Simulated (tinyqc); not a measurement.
Precursor delivery by bubblers, mass-transport growth and the solid composition of a III-V alloy: one step, computed by the program tinyqc. Command: `OMP_NUM_THREADS=1 python tinyqc.py 3022853 3022854 out.jsonl movpe_thermo walk`. One thread of a shared host (Intel(R) Xeon(R) Processor @ 2.30GHz), about 0.02 s of CPU time with the checks.

1 sccm = 44.615 micromol/min; 1 torr = 133.322 Pa. The sources decompose fully at the surface.

Problem. Partial pressures in the reactor. p_i = p n_i/(44615 F_t), F_t in slm; p_V = p F_V/(1000 F_t), counted per molecule supplied; V/III = 44.615 F_V/(n1 + n2); vapour fraction of source 2 = n2/(n1 + n2).

Inputs (values chosen for the exercise, modelled on trimethylgallium (source 1) and trimethylindium (source 2) for the vapour pressures): bath temperature T1 = 279 K; bath temperature T2 = 294 K; total flow F_t = 17 slm; group-V flow F_V = 320 sccm; reactor pressure p = 76 torr.

molar flow 1 = 17.95810 micromol/min

molar flow 2 = 17.82341 micromol/min

Give: p_1; p_2; p_V; V/III ratio; vapour fraction of source 2.

Solution.

p_1 = 0.0017995 torr

p_2 = 0.0017860 torr

p_V = 1.4306 torr

V/III ratio = 399.00

vapour fraction of source 2 = 0.49812
